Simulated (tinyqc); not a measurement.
Joule-heated wire on a substrate, fin equation: two steps of the calculation.

A wire of length L loses heat along itself to two contacts and sideways to the substrate: kap A theta'' - g theta + p = 0 with theta = T - T0 and p = p0. The ends are held at T0. Constant conductivity, diffusive heat flow.

Parameters, values chosen for the exercise: temperature of substrate and contacts T0 = 350 K; conductivity along the wire kap = 65 W/(m K); cross-section A = 910 nm^2; conductance per length to the substrate g = 1.1 W/(m K); length between the contacts L = 1700 nm; heating per length p0 = 0.21 uW/nm.

Problem 1. Healing length. LH = sqrt(kap A/g); far from the contacts uniform heating p0 would give theta = p0/g.

Find: LH; L/LH; p0/g.

Solution 1.

LH = 231.9 nm
L/LH = 7.331
p0/g = 190.9 K

Problem 2. Temperature rise. Solve -c theta_(i-1) + d_i theta_i - c theta_(i+1) = b_i for nodes 1 to 9, with theta = 0 at nodes 0 and 10.

c = 0.34794118 uW/K

| node | d (uW/K) | b (uW) |
|---|---|---|
| 1 | 0.88288235 | 35.7 |
| 2 | 0.88288235 | 35.7 |
| 3 | 0.88288235 | 35.7 |
| 4 | 0.88288235 | 35.7 |
| 5 | 0.88288235 | 35.7 |
| 6 | 0.88288235 | 35.7 |
| 7 | 0.88288235 | 35.7 |
| 8 | 0.88288235 | 35.7 |
| 9 | 0.88288235 | 35.7 |

Wanted: theta.

Solution 2.

| node | theta (K) |
|---|---|
| 0 | 0.00 |
| 1 | 97.53 |
| 2 | 144.88 |
| 3 | 167.50 |
| 4 | 177.52 |
| 5 | 180.36 |
| 6 | 177.52 |
| 7 | 167.50 |
| 8 | 144.88 |
| 9 | 97.53 |
| 10 | 0.00 |

Program tinyqc, `OMP_NUM_THREADS=1 python tinyqc.py 2520122 2520123 out.jsonl`; Intel Xeon 2.30GHz, shared host, one thread, about 0.01 s.
